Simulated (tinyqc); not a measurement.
Changing the Huang-Rhys factor S: non-radiative capture by multiphonon emission, one effective mode. Computed by tinyqc, a small Python program. Command: `OMP_NUM_THREADS=1 python tinyqc.py 3024537 3024538 out.jsonl capture sweep`. One thread of a shared host (Intel(R) Xeon(R) Processor @ 2.30GHz), about 0.04 s of CPU time with the checks.

The initial state (free carrier plus empty centre) lies dE above the final state; both have the same frequency and are displaced by dQ.

Inputs (values chosen for the exercise, with mass, screening and phonons like those of 4H-SiC):
```
quantity                     value                   unit
energy released dE            1.46                     eV
phonon energy hbar omega      82.2                    meV
electron-phonon coupling W  0.0054  eV/(u^(1/2) angstrom)
cell volume V                  956             angstrom^3
degeneracy g                     1                      -
broadening b                    58                    meV
carrier mass m               0.394                    m_0
dielectric constant eps       9.54                      -
temperature T                  300                      K
defect density N_t           6e+16                  cm^-3
```

Centre: attractive.

Constants: hbar^2/u = 4.18015928e-03 eV angstrom^2; k_B = 8.617333262e-05 eV/K; hbar = 6.582119569e-16 eV s; Ry = 13.605693123 eV; k_B = 1.380649e-23 J/K; m_0 = 9.1093837015e-31 kg.

Method:
- dQ = sqrt(2 S (hbar^2/u)/hbar omega); relaxation energy lambda = S hbar omega; phonons needed P = dE/hbar omega; classical barrier E_b = (dE - lambda)^2/(4 lambda); occupation n = 1/(exp(hbar omega/k_B T) - 1).
- Huang-Rhys weight for a net emission of p phonons: L_p = exp(-S (2n + 1)) ((n + 1)/n)^(p/2) I_p(2 S sqrt(n (n + 1))), I_p the modified Bessel function.
- M_p = sum_m w_m <m_i|Q|(m + p)_f>^2 with Q counted from the final minimum and Boltzmann weights w_m for m = 0..24; <m_i|Q|k_f> = sqrt((hbar^2/u)/(2 hbar omega)) [sqrt(k) <m|k-1> + sqrt(k+1) <m|k+1>], with overlaps of oscillators displaced by d = sqrt(2 S) summed on 1500 points from -16 to 16 + d.
- The delta function is a Gaussian of standard deviation b at dE - p hbar omega.
- C_0 = V (2 pi/hbar) g W^2 sum_p M_p Gaussian_p. The sum runs over the seven p from round(P) - 3 to round(P) + 3; 1 angstrom^3 = 1e-24 cm^3.
- Sommerfeld factor of an attractive centre: s(k) = 2 pi nu/(1 - exp(-2 pi nu)), nu = sqrt(Ry*/E), Ry* = Ry m/eps^2, averaged over (2/sqrt(pi)) sqrt(x) exp(-x) dx with x = E/k_B T = t^2 (trapezoid, t to 6 in steps of 0.01).
- C = s C_0; v = sqrt(3 k_B T/m); sigma = C/v; tau = 1/(C N_t).

One run for each value:
```
Huang-Rhys factor S  capture coefficient C (cm^3/s)  classical barrier E_b (eV)  dQ (u^(1/2) angstrom)
2.5                                       1.698e-16                       1.915                  0.504
3.1                                       2.912e-15                       1.425                  0.562
3.9                                       5.302e-14                       1.012                  0.630
4.8                                       6.295e-13                       0.719                  0.699
6.0                                       7.336e-12                       0.474                  0.781
7.6                                       7.386e-11                       0.279                  0.879
9.5                                       4.604e-10                       0.148                  0.983
12.0                                      1.974e-09                       0.057                  1.105
15.0                                      4.577e-09                       0.010                  1.235
```

What does the table show, and why?

Over the rows, capture coefficient C (cm^3/s) rises from 1.70e-16 to 4.58e-9 (exponent d ln y / d ln x 13 between the first rows and 3.8 between the last); classical barrier E_b (eV) falls from 1.91 to 0.0104 (exponent d ln y / d ln x -1.4 between the first rows and -7.6 between the last); dQ (u^(1/2) angstrom) rises from 0.504 to 1.24 (exponent d ln y / d ln x about 0.50 throughout). The barrier vanishes where S equals the number of phonons needed, dE/hbar omega = 17.8.

Caution (rows 2.50, 3.10, 3.90, 4.80, 6.00, 7.60, 9.50): the largest term is not the one nearest energy conservation, so C_0 depends strongly on the broadening b.

Extremes, crossings and ranges named in words are read from the listed rows.
